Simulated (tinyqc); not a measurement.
# Depletion depth for a wanted scale length

Inverse problem. A single-gate structure has eps_r tan(pi ti/Lambda) + ei tan(pi ts/Lambda) = 0 for its lowest mode, with both thicknesses below Lambda. Find ts.

Parameters, values chosen for the exercise; permittivities: semiconductor close to that of gallium nitride, insulator close to that of silicon nitride:
```
symbol  value  unit                                     meaning
eps_r    9.52        relative permittivity of the semiconductor
ei       7.75            relative permittivity of the insulator
ti        2.3    nm                         insulator thickness
```

Lambda = 32.802590 nm

Answer. The condition is explicit in ts: an arctangent, taken between 0 and pi.

ts = 30.00 nm

Computed by the program tinyqc: `OMP_NUM_THREADS=1 python tinyqc.py 2420043 2420044 out.jsonl`, one thread of a shared Intel Xeon 2.30GHz, about 0.01 s for the whole run.
